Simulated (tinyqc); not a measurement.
# Bias-temperature instability, empirical power law with universal recovery: two studies

Threshold-voltage shift at the end of a stress: dV = A (V/V0)^g exp[-(Ea q/kB)(1/T - 1/T0)] (t/1 s)^n. After a delay tr the permanent share pp stays and the rest falls by r = 1/(1 + B (tr/t)^be). An empirical model: its parameters are fits, not properties.

Inputs (values chosen for the exercise): reference stress voltage V0 = 1.7 V; reference temperature T0 = 398 K; shift after 1 s at V0 and T0 A = 13 mV; time exponent n = 0.17; voltage exponent g = 5; apparent activation energy of the shift Ea = 0.13 eV; permanent share pp = 0.43; recovery scale B = 3.6; recovery dispersion be = 0.23; use temperature T = 378 K; failure criterion dc = 70 mV; stress time ts = 100 s.

Constants: q = 1.602176634e-19 C, kB = 1.380649e-23 J/K. Results are converted to the units shown.

Each table varies one quantity; the others keep the values above.

## Lifetime against voltage

The lifetime solves dV = dc; ten years are 3.15576e8 s.

Lifetime against voltage:

| V (V) | shift after ten years (mV) | lifetime (years) |
|---|---|---|
| 0.6 | 1.623 | 4.140e10 |
| 0.76 | 5.291 | 3.959e7 |
| 0.91 | 13.02 | 1.980e5 |
| 1.07 | 29.27 | 1690 |
| 1.23 | 58.75 | 28.04 |
| 1.39 | 108.3 | 0.7687 |
| 1.54 | 180.7 | 0.03773 |
| 1.7 | 296.3 | 0.002061 |

Read the table: what changes, and by how much?

The shift goes as V^5 and the lifetime as V^(-29.4): 5 % more voltage adds 27.6 % to the shift and divides the lifetime by 4.20. 5 of the 8 rows pass ten years. For V = 0.6, 0.76, 0.91, 1.07 the lifetime is a formal extrapolation far beyond any test.

## Effect of the measurement delay

Same model as above.

At V0 and T0. The apparent n comes from the measured shifts at ts/100 and ts, and the projection extends that line from ts to ten years (3.15576e8 s).

The same in every row: true shift (mV) = 362.1.

Results:

| tr (s) | share left at ts | apparent n | projected shift (mV) |
|---|---|---|---|
| 1e-6 | 0.9718 | 0.1806 | 412.2 |
| 1e-5 | 0.9537 | 0.1864 | 441.5 |
| 0.0001 | 0.9256 | 0.1942 | 481.7 |
| 0.001 | 0.8842 | 0.2033 | 526.9 |
| 0.01 | 0.8278 | 0.2116 | 558.5 |
| 0.1 | 0.7585 | 0.2164 | 549.6 |
| 10 | 0.6127 | 0.2098 | 402.4 |

Estimate the missing row, tr = 1 s.

Computed row:

| tr (s) | share left at ts | apparent n | projected shift (mV) |
|---|---|---|---|
| 1 | 0.6835 | 0.2157 | 490.1 |

With this row back in the table: The share left falls from 0.972 to 0.613 and the apparent n goes from 0.181 through a maximum of 0.216 (at tr = 0.1 s among the rows listed) to 0.210. The projection is 14 % above the true ten-year shift in the first row and 11 % above it in the last: a lower start and a steeper slope work against each other.

Computed by the program tinyqc: `OMP_NUM_THREADS=1 python tinyqc.py 2070136 2070137 out.jsonl`, one thread of a shared Intel Xeon 2.30GHz, about 0.01 s for the whole run.
